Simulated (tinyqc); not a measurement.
Comparisons within one model: alloy A(1-x)B(x) by interpolation with bowing. A value that a table varies takes the place of the one given here.

Each gap follows E(x) = (1 - x) E_A + x E_B - C x (1 - x); the lattice constant follows Vegard, a(x) = (1 - x) a_A + x a_B.

Mass at Gamma from the Kane formula 1/m = F + Ep (Eg + 2 Dso/3)/(Eg (Eg + Dso)). F is fixed by the masses of A and B and interpolated linearly, as is Ep; Eg and Dso carry their bowing.

Constants: hc = 1239.841984 eV nm.

Parameters, chosen for this exercise (A near InAs, B near AlAs; the results hold for these values, not for the real material): a = (6.062, 5.655) angstrom (lattice constant of A, B); Eg = (0.421, 3.079) eV (gap at Gamma to the s-like level of A, B); EgX = (1.431, 2.207) eV (gap to the lowest valley along Gamma-X of A, B); EgL = (1.126, 2.48) eV (gap to L of A, B); C = (0.692, 0, 0) eV (bowing of the Gamma, X and L gaps); Dso = (0.391, 0.278) eV (spin-orbit splitting of A, B); Ep = (21.5, 21) eV (Kane energy of A, B); me = (0.026, 0.1512) m0 (electron mass at Gamma of A, B); Cs = 0.13 eV (bowing of Dso); x = 0.66 (fraction of B).

## Gaps across the alloy

Eleven compositions.

Gaps (eV):
```
x    a (angstrom)  Gamma      X      L  lowest  wavelength (nm)
0.0        6.0620  0.421  1.431  1.126   Gamma             2945
0.1        6.0213  0.625  1.509  1.261   Gamma             1985
0.2        5.9806  0.842  1.586  1.397   Gamma             1473
0.3        5.9399  1.073  1.664  1.532   Gamma             1155
0.4        5.8992  1.318  1.741  1.668   Gamma              941
0.5        5.8585  1.577  1.819  1.803   Gamma              786
0.6        5.8178  1.850  1.897  1.938   Gamma              670
0.7        5.7771  2.136  1.974  2.074       X              628
0.8        5.7364  2.437  2.052  2.209       X              604
0.9        5.6957  2.751  2.129  2.345       X              582
1.0        5.6550  3.079  2.207  2.480       X              562
```

The lowest valley changes at x = 0.623 (Gamma to X, gap 1.914 eV). The Gamma gap is monotonic, since its bowing (0.692 eV) is smaller than the difference of the end gaps (2.658 eV); at x = 0.5 bowing lowers it by C/4 = 0.173 eV.

## Three ways to interpolate a mass

Linear in m, linear in 1/m, and the Kane formula.

Masses (m0):
```
x      Eg (eV)  linear in m  linear in 1/m    Kane  Kane m/Eg (1/eV)
0.000    0.421       0.0260         0.0260  0.0260            0.0618
0.125    0.678       0.0416         0.0290  0.0415            0.0612
0.250    0.956       0.0573         0.0328  0.0585            0.0612
0.375    1.256       0.0730         0.0377  0.0765            0.0610
0.500    1.577       0.0886         0.0444  0.0949            0.0602
0.625    1.920       0.1042         0.0539  0.1125            0.0586
0.750    2.285       0.1199         0.0686  0.1283            0.0562
0.875    2.671       0.1356         0.0944  0.1414            0.0530
1.000    3.079       0.1512         0.1512  0.1512            0.0491
```

At x = 0.5 the three give 0.0886, 0.0444 and 0.0949; judged by the largest distance, the Kane value is closer to the interpolation in m (largest distances 0.0084 m0 from the rule in m, 0.0597 m0 from the rule in 1/m). The ratio m/Eg varies by a factor of 1.26 while the gap varies by 7.31; a constant ratio is the two-band rule m = Eg/Ep at fixed Ep.

## What each parameter does

Gaps at x and the Kane mass. Each row changes one parameter from the base and keeps the others.

Results:
```
case                      Gamma (eV)  X (eV)  L (eV)  mass (m0)
base                          2.0200  1.9432  2.0196     0.1172
x = 0.62                      1.9059  1.9121  1.9655     0.1118
C = (0.792, 0.1, 0.1) eV      1.9976  1.9207  1.9972     0.1157
Eg = (0.442, 3.079) eV        2.0271  1.9432  2.0196     0.1096
EgX = (1.431, 2.097) eV       2.0200  1.8706  2.0196     0.1172
EgL = (1.07, 2.48) eV         2.0200  1.9432  2.0006     0.1172
Ep = (23.7, 23.1) eV          2.0200  1.9432  2.0196     0.1313
Cs = 0.18 eV                  2.0200  1.9432  2.0196     0.1170
```

The largest shifts from the base row, up to three for each result and ties (the steps differ in size, so this ranks the rows, not the parameters). Gamma (eV): x -0.1141, C -0.0224, Eg +0.0071; unchanged at the printed digits by EgX, EgL, Ep and Cs. X (eV): EgX -0.0726, x -0.0310, C -0.0224; unchanged at the printed digits by Eg, EgL, Ep and Cs. L (eV): x -0.0542, C -0.0224, EgL -0.0190; unchanged at the printed digits by Eg, EgX, Ep and Cs. mass (m0): Ep +0.0141, Eg -0.0076, x -0.0053; unchanged at the printed digits by EgX and EgL.

tinyqc: `OMP_NUM_THREADS=1 python tinyqc.py 1051360 1051361 out.jsonl`; about 0.01 s, one thread, shared Intel(R) Xeon(R) Processor @ 2.30GHz.
